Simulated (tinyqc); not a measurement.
# Schottky emission and Poole-Frenkel conduction in an insulator, and how to tell them apart: activation energy against field

Schottky emission (electrode-limited): J = As T^2 exp[-(pb - b sqrt(F))/Vt], b = sqrt(q/(4 pi eps0 ei)). Poole-Frenkel emission (bulk-limited): J = s0 F exp[-(pt - 2 b sqrt(F))/Vt]. F in V/cm.

The activation energy is -d ln J/d(q/kB T) at fixed F.

Inputs (values chosen for the exercise); dielectric values close to those of silicon nitride: temperature T = 300 K; high-frequency relative permittivity ei = 4.14; trap depth pt = 1.25 eV; Poole-Frenkel prefactor s0 = 0.42 S/cm; electrode barrier pb = 1.58 eV; Richardson constant As = 15 A/(cm^2 K^2).

Constants: q = 1.602176634e-19 C, kB = 1.380649e-23 J/K, Vt = kB T/q, eps0 = 8.8541878128e-14 F/cm where lengths are in cm. Results are converted to the units shown.

Result of one run:
```
sqrt(F) ((V/cm)^0.5),"J, Schottky (A/cm^2)",its Ea (eV),"J, Poole-Frenkel (A/cm^2)",its Ea (eV)
1972,5.846e-15,1.264,0.003739,0.5143
```

Which field F gave this result: 0.2, 2.04, 2.66 or 3.89 MV/cm?

F = 3.89 MV/cm.

The whole series:
```
F (MV/cm),sqrt(F) ((V/cm)^0.5),"J, Schottky (A/cm^2)",its Ea (eV),"J, Poole-Frenkel (A/cm^2)",its Ea (eV)
0.2,447.2,9.742e-20,1.548,5.339e-14,1.083
0.81,900.0,2.554e-18,1.464,1.486e-10,0.9143
1.43,1196,2.158e-17,1.409,1.873e-8,0.8040
2.04,1428,1.154e-16,1.365,7.648e-7,0.7173
2.66,1631,4.981e-16,1.328,1.857e-5,0.6417
3.27,1808,1.791e-15,1.294,2.950e-4,0.5755
3.89,1972,5.846e-15,1.264,0.003739,0.5143
4.5,2121,1.713e-14,1.236,0.03713,0.4588
```

Both activation energies fall linearly in sqrt(F), the Poole-Frenkel one twice as fast (1.08 to 0.459 eV against 1.55 to 1.24 eV). They extrapolate to pt = 1.25 eV and to pb + 2 kB T = 1.63 eV, the 2 kB T coming from the T^2. The Schottky current is the smaller one in every row. For F = 2.04, 2.66, 3.27, 3.89, 4.5 a Fowler-Nordheim estimate for tunnelling through pb with a mass of 0.4 m0 exceeds the Schottky current, so tunnelling, left out here, would compete. For F = 3.89, 4.5 a Fowler-Nordheim estimate for tunnelling through pb with a mass of 0.4 m0 exceeds the Poole-Frenkel current, so tunnelling, left out here, would compete.

tinyqc, about 0.01 s, one thread, Intel Xeon 2.30GHz (shared host): `OMP_NUM_THREADS=1 python tinyqc.py 2370058 2370059 out.jsonl`
